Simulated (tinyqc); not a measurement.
Gate-all-around wire, scale length and short-channel effects: two steps of the calculation.

A round wire of diameter ts in an insulator shell of thickness ti under a surrounding gate. Below threshold the potential that source and drain add obeys Laplace's equation and vanishes on the gate. Its lowest mode decays along the channel as exp(-k y); k is the smallest positive root of the matching condition at the interface, and the scale length is Lambda = pi/k.

Parameters, values chosen for the exercise; permittivities: semiconductor close to that of germanium, insulator close to that of silicon nitride:
- eps_r = 16.2 (relative permittivity of the semiconductor)
- ei = 7.21 (relative permittivity of the insulator)
- ti = 2.8 nm (insulator thickness)
- ts = 5.3 nm (wire diameter)

Question 1. Decay constant by Newton steps. f(k) = ei J0(u)[J1(u) Y0(v) - Y1(u) J0(v)] - eps_r J1(u)[J0(u) Y0(v) - Y0(u) J0(v)], u = k ts/2, v = u + k ti; f' by a central difference with +/- 1e-5 1/nm; k(new) = k - f/f'.

k at the start = 0.405 1/nm

Give: f; f'; k after iteration 1.

Answer 1.

f = -1.069
f' = -14.89 nm
k after iteration 1 = 0.3332 1/nm

Question 2. Scale length against simple estimates. Lambda = pi/k and l = 1/k. A parabolic potential across the structure gives l(parabolic) = sqrt([2 eps_r ts^2 ln(1 + 2 ti/ts) + ei ts^2]/(16 ei)).

k = 0.34637905 1/nm

Wanted: Lambda; l; l(parabolic).

Answer 2.

Lambda = 9.070 nm
l = 2.887 nm
l(parabolic) = 2.728 nm

Computed by the program tinyqc: `OMP_NUM_THREADS=1 python tinyqc.py 2420144 2420145 out.jsonl`, one thread of a shared Intel Xeon 2.30GHz, about 0.06 s for the whole run.
